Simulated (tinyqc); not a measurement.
Time-domain thermoreflectance: layered heat flow under a modulated pulse train, and what the signal ratio measures: one step, computed by the program tinyqc. Command: `OMP_NUM_THREADS=1 python tinyqc.py 3112265 3112266 out.jsonl tdtr walk`. One thread of a shared host (Intel(R) Xeon(R) Processor @ 2.30GHz), about 0.2 s of CPU time with the checks.

Pulses repeat at 80 MHz; heat is laid down at the surface, all layers are isotropic, and the film is in perfect contact with the substrate.

Question. Length and time scales. Penetration depth sqrt(kappa/(pi f C)); effusivity sqrt(kappa C); cooling time of the metal d C_m/G; Kapitza length kappa/G.

Inputs (values chosen for the exercise, modelled on aluminium on GaAs):
```
quantity,value,unit
metal thickness d,71,nm
metal heat capacity,2.42,MJ/(m^3 K)
boundary conductance G under the metal,270,MW/(m^2 K)
substrate conductivity kappa,49.5,W/(m K)
substrate heat capacity C,1.72,MJ/(m^3 K)
modulation frequency f,2,MHz
"spot radius w (1/e^2, pump and probe)",15,micrometre
```

Stack: metal, film, substrate.

Give: penetration depth; effusivity; cooling time of the metal; Kapitza length; depth over spot radius.

Answer.

penetration depth = 2.1402 micrometre

effusivity = 9227.1 W s^(1/2)/(m^2 K)

cooling time of the metal = 636.37 ps

Kapitza length = 183.33 nm

depth over spot radius = 0.14268
